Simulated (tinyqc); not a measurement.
Surface photovoltage measurement of the minority-carrier diffusion length in a wafer. From one set of inputs to another, one input at a time. Computed by tinyqc, a small Python program. Command: `OMP_NUM_THREADS=1 python tinyqc.py 3130382 3130383 out.jsonl spv ladder`. One thread of a shared host (Intel(R) Xeon(R) Processor @ 2.30GHz), about 0.02 s of CPU time with the checks.

Low injection, steady light, a depletion layer much thinner than 1/alpha and L. The excess density dn is taken at the front edge of the neutral region; light that reaches the back is lost.

The inputs printed are set A. Inputs not listed in the table keep their values of set A, so the rows need not describe a real material.

Inputs (values chosen for the exercise, modelled on p-type silicon at room temperature): diffusion length L = 18 micrometre; wafer thickness W = 775 micrometre; diffusivity D = 24.1 cm^2/s; front recombination velocity S_f = 530 cm/s; back recombination velocity S_b = 290 cm/s; photon flux entering = 2.7e+12 1/(cm^2 s); minority density at the surface barrier scale n_0 = 8.4e+10 1/cm^3; temperature T = 298 K; wavelength = 841 nm; relative noise of each reading = 0.2 %; diffusion length after pair splitting over L = 0.5; iron factor C = 1.05e+16 micrometre^2/cm^3.

normal deviates g for the noise: [1.43, -0.04, -0.85, -0.78, 0.10, -0.48, -0.23]

Constants: k_B = 8.617333262e-05 eV/K.

Method:
- alpha = (84.732/lambda - 76.417)^2 per cm with lambda in micrometre (an empirical fit for silicon between 0.7 and 1.05 micrometre).
- Thick wafer: dn = Phi L/((S_f + D/L)(L + 1/alpha)). Finite wafer, with s = S_b L/D, w = W/L, a = alpha L: dn = [Phi a/(a^2 - 1)] [a - B - exp(-alpha W)(a - s)/(cosh w + s sinh w)]/(S_f + B D/L), B = (sinh w + s cosh w)/(cosh w + s sinh w).
- Photovoltage V = (k_B T/e) ln(1 + dn/n_0). Lifetime = L^2/D.
- Readings y = (Phi/dn) (1 + noise x g) at 780, 830, 880, 920, 950, 975 and 995 nm; a least-squares line y = c (1/alpha + L_app) gives L_app = intercept/slope.
- Splitting iron-boron pairs in boron-doped silicon shortens L; with nothing else changing, [Fe] = C (1/L_after^2 - 1/L^2). It is evaluated with the true lengths and with the apparent ones (without noise), which differ when the wafer is not thick against L.

Each row keeps all changes above it:
```
input moved                                 from      to  apparent length L_app (micrometre)  photovoltage V (mV)  [Fe] from the apparent lengths (1/cm^3)
set A                                          -       -                               18.02              0.03058                               9.7222e+13
wavelength (nm)                              841     991                               18.02              0.00767                               9.7222e+13
front recombination velocity S_f (cm/s)      530     260                               18.02              0.00782                               9.7222e+13
diffusion length L (micrometre)               18     140                              140.36              0.22236                               1.6074e+12
wafer thickness W (micrometre)               775     525                              140.98              0.22287                               1.6118e+12
diffusivity D (cm^2/s)                      24.1    27.7                              141.01              0.19739                               1.6121e+12
back recombination velocity S_b (cm/s)       290  270000                              139.13              0.19610                               1.5982e+12
photon flux entering (1/(cm^2 s))        2.7e+12   1e+13                              139.13              0.71892                               1.5982e+12
```

Apparent length L_app goes from 18.0 to 139, a factor 7.72 in all. The largest single move comes from diffusion length L (a factor 7.79). Photovoltage V goes from 0.0306 to 0.719, a factor 23.5 in all. The largest single move comes from diffusion length L (a factor 28.4), and wavelength works against it (a factor 0.251). [Fe] from the apparent lengths goes from 9.72e13 to 1.60e12, a factor 0.0164 in all. The largest single move comes from diffusion length L (a factor 0.0165). The single moves hold for this order of the switches; the total does not depend on the order.

Extremes, crossings and ranges named in words are read from the listed rows.
